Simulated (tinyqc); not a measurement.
## Implanted layer, carriers, mobility and sheet resistance: effect of the peak chemical concentration

A p-type layer from the surface x = 0 to the junction xj, N(x) = N0 exp(-(x - Rp)^2/(2 sg^2)). Local neutrality (no depletion at surface or junction, no spilling of carriers), intrinsic carriers neglected, full ionisation of active dopants.

xj = Rp + sg sqrt(2 ln(N0/Nb)). Active dopant A = min(N, Ns); p = A - Nb; mobility mu = m1 + (m2 (T/300 K)^(-bt) - m1)/(1 + ((A + Nb)/Nr)^am). Dose = integral of N, carrier sheet density = integral of p, 1/Rs = q integral of p mu, mean mobility 1/(q Rs sheet density), Hall mobility (unit Hall factor) = integral of p mu^2 over integral of p mu, Hall sheet density = (integral of p mu)^2/integral of p mu^2; all from 0 to xj. Integrals on 4000 steps.

Inputs (values chosen for the exercise); values close to those of boron in silicon over an n-type background: temperature T = 350 K; background doping of the opposite type Nb = 5.1e16 cm^-3; mobility limit at high doping m1 = 43.4 cm^2/(V s); mobility limit at low doping, at 300 K m2 = 456 cm^2/(V s); reference doping of the mobility law Nr = 2.27e17 cm^-3; exponent of the mobility law am = 0.745; temperature exponent of m2 bt = 2.5; solubility limit of active dopant Ns = 1.96e20 cm^-3; straggle after annealing sg = 51 nm; projected range Rp = 30 nm.

Constants: q = 1.602176634e-19 C. Results are converted to the units shown.

Results:
```
N0 (cm^-3)	xj (nm)	dose (cm^-2)	carriers (cm^-2)	Rs (ohm/square)	mean mobility (cm^2/(V s))	Rs xj (ohm nm)	Hall/true sheet density
5.1e17	139.4	4.602e12	3.891e12	1.120e4	143.3	1.561e6	0.9903
1.3e18	159.8	1.190e13	1.109e13	5125	109.8	8.190e5	0.9761
3.2e18	176.7	2.945e13	2.854e13	2587	84.51	4.573e5	0.9637
2e19	206.3	1.845e14	1.834e14	602.5	56.47	1.243e5	0.9699
5.1e19	219.6	4.705e14	4.694e14	264.3	50.31	5.802e4	0.9819
1.3e20	232.0	1.200e15	1.198e15	110.8	46.99	2.572e4	0.9909
3.2e20	243.3	2.953e15	2.235e15	61.01	45.77	1.484e4	0.9949
8e20	254.2	7.382e15	2.741e15	49.97	45.57	1.270e4	0.9961
```

Estimate the missing row, N0 = 8.1e18 cm^-3.

Computed row:
```
N0 (cm^-3)	xj (nm)	dose (cm^-2)	carriers (cm^-2)	Rs (ohm/square)	mean mobility (cm^2/(V s))	Rs xj (ohm nm)	Hall/true sheet density
8.1e18	192.4	7.467e13	7.369e13	1266	66.91	2.435e5	0.9615
```

With this row back in the table: As N0 goes from 5.1e17 to 8e20, xj rises from 139 to 254 nm, Rs falls from 11200 to 50.0 ohm/square, the mean mobility falls from 143 to 45.6 cm^2/(V s) and the share of the dose that conducts goes from 84.5 through a maximum of 99.9 (at N0 = 1.3e20 among the rows listed) to 37.1 %. Rs goes as dose^(-0.82) at the low end and dose^(-0.22) at the high end; constant mobility and activation would give -1. Above N0 = Ns = 1.96e20 cm^-3 added dopant only widens the clipped top. For N0 = 5.1e17 depletion at the junction, left out, would remove a tenth of the carriers or more.

Computed by the program tinyqc: `OMP_NUM_THREADS=1 python tinyqc.py 2110122 2110123 out.jsonl`, one thread of a shared Intel Xeon 2.30GHz, about 0.01 s for the whole run.
